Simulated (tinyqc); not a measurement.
What the s* orbital does: sp3s* tight binding with spin-orbit coupling.

sp3s* tight binding, nearest neighbours only: anion (a) at 0, cation (c) at a/4 (1,1,1), orbitals s, px, py, pz, s* on each; k in units of 2 pi/a. With phases e_j = exp(i (pi/2) k.n_j) for n = (1,1,1), (1,-1,-1), (-1,1,-1), (-1,-1,1): g0 = (e1+e2+e3+e4)/4, g1 = (e1+e2-e3-e4)/4, g2 = (e1-e2+e3-e4)/4, g3 = (e1-e2-e3+e4)/4. The diagonal holds the levels Esa, Epa, Exa (s*) and Esc, Epc, Exc. Anion-cation block: <sa|sc> = Vss g0; <sa|xc> = Vsapc g1; <xa|sc> = -Vscpa g1; <xa|xc> = Vxx g0; <xa|yc> = <ya|xc> = Vxy g3, <xa|zc> = <za|xc> = Vxy g2, <ya|zc> = <za|yc> = Vxy g1; <s*a|xc> = Vxapc g1; <xa|s*c> = -Vpaxc g1; y and z take g2 and g3 in place of g1; s-s* and s*-s* vanish.

Spin-orbit coupling acts within the p shell of each atom as (D/3) L.sigma, D = Da or Dc: it puts four states at Ep + D/3 and two at Ep - 2D/3.

Inputs chosen for the exercise (near a published set for diamond, fitted to gaps, whose masses and valley positions are rough; spin-orbit coupling, where it is added without a refit, lifts the valence top and shrinks all gaps by about a third of the splitting; the results hold for these values, not for the real material):

| symbol | value | unit | meaning |
|---|---|---|---|
| Esa | -4.479 | eV | s level of the anion |
| Epa | 3.893 | eV | p level of the anion |
| Esc | -4.479 | eV | s level of the cation |
| Epc | 3.893 | eV | p level of the cation |
| Exa | 11.427 | eV | s* level of the anion |
| Exc | 11.427 | eV | s* level of the cation |
| Vss | -22.417 | eV | s-s |
| Vxx | 3.86 | eV | px-px |
| Vxy | 11.77 | eV | px-py |
| Vsapc | 15.411 | eV | s anion, p cation |
| Vscpa | 15.411 | eV | s cation, p anion |
| Vxapc | 8.225 | eV | s* anion, p cation |
| Vpaxc | 8.225 | eV | p anion, s* cation |
| Da | 0.006 | eV | atomic spin-orbit splitting, anion |
| Dc | 0.006 | eV | the same, cation |

The s* couplings Vxapc and Vpaxc are scaled by f; f = 0 is the plain sp3 model. Gaps from the top of the valence band at Gamma; the Delta value is the minimum on (x,0,0), 0.5 <= x <= 1.

Gaps (eV):

| f | Gamma | Delta | L | x of the minimum |
|---|---|---|---|---|
| 0.00 | 7.7140 | 10.4420 | 11.3920 | 0.500 |
| 0.25 | 7.7140 | 9.4686 | 11.0510 | 0.500 |
| 0.50 | 7.7140 | 8.1467 | 10.1728 | 0.500 |
| 0.90 | 7.7140 | 5.9849 | 8.2128 | 0.545 |
| 1.00 | 7.7140 | 5.4165 | 7.6721 | 0.569 |
| 1.10 | 7.7140 | 4.8412 | 7.1210 | 0.587 |

Give the missing row, f = 0.75.

Computed row:
```
f      Gamma   Delta       L  x of the minimum
0.75  7.7140  6.8074  8.9954             0.500
```

The gap at Gamma stays, since g1 to g3 vanish there. From f = 0 to 1 the s* levels lower the Delta value by 5.025 eV and L by 3.720 eV. For f = 0, 0.25, 0.5 and 0.75 the least value lies at x = 0.5, the end of the range: any valley further out lies above that value until s* has lowered it enough. The lowest of the three is Gamma at f = 0 and the Delta line at f = 1.

Run: tinyqc, `OMP_NUM_THREADS=1 python tinyqc.py 1481885 1481886 out.jsonl`; Intel(R) Xeon(R) Processor @ 2.30GHz, one thread, shared host; about 0.2 s of CPU time with all checks.
